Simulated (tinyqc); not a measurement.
Worked calculation: Hubbard chain of 2 sites. One step of it, computed by the program tinyqc.

Question. The many-body Hamiltonian. Basis: all placements (u, d, 2, 0 on each site), up operators ordered before down ones; hops carry the sign of the same-spin electrons passed.

one-body matrix (hopping and site energies) (eV), order 1, 2:
```
[[0.000000, -1.300000],
 [-1.300000, 0.000000]]
```

U = 0.900000 eV

electrons, up and down: [1, 1]

Give: H.

Answer.

H (eV), order 20, ud, du, 02:
```
[[0.9000, -1.3000, -1.3000, 0.0000],
 [-1.3000, 0.0000, 0.0000, -1.3000],
 [-1.3000, 0.0000, 0.0000, -1.3000],
 [0.0000, -1.3000, -1.3000, 0.9000]]
```
